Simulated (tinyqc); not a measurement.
MP2 on RHF in the 3-21g basis, for H3+, spin multiplicity 1, step by step. One step of it, computed by the program tinyqc.

Problem. Orthogonalisation. S = U s U^T; canonical form X = U s^(-1/2), so that X^T S X = 1. Each column of U has its largest component positive (the first on a tie).

overlap S, order 1H 1s, 1H 2s, 2H 1s, 2H 2s, 3H 1s, 3H 2s:
$$\begin{pmatrix}
1.000000 & 0.645899 & 0.249852 & 0.406891 & 0.249852 & 0.406891 \\
0.645899 & 1.000000 & 0.406891 & 0.755881 & 0.406891 & 0.755881 \\
0.249852 & 0.406891 & 1.000000 & 0.645899 & 0.005330 & 0.101906 \\
0.406891 & 0.755881 & 0.645899 & 1.000000 & 0.101906 & 0.326448 \\
0.249852 & 0.406891 & 0.005330 & 0.101906 & 1.000000 & 0.645899 \\
0.406891 & 0.755881 & 0.101906 & 0.326448 & 0.645899 & 1.000000
\end{pmatrix}$$

Give: eigenvalues of S; X.

Solution.

eigenvalues of S: [0.0559, 0.2669, 0.4479, 0.6786, 1.4013, 3.1493]

X, order 1H 1s, 1H 2s, 2H 1s, 2H 2s, 3H 1s, 3H 2s:
$$\begin{pmatrix}
-0.7736 & 0.0000 & 0.6501 & 0.9567 & 0.0000 & 0.2227 \\
3.2358 & 0.0000 & -0.5107 & 0.1176 & 0.0000 & 0.3027 \\
0.2572 & -0.8194 & 0.7336 & -0.4941 & 0.4784 & 0.1686 \\
-1.8286 & 1.0962 & -0.4862 & -0.1678 & 0.3576 & 0.2444 \\
0.2572 & 0.8194 & 0.7336 & -0.4941 & -0.4784 & 0.1686 \\
-1.8286 & -1.0962 & -0.4862 & -0.1678 & -0.3576 & 0.2444
\end{pmatrix}$$
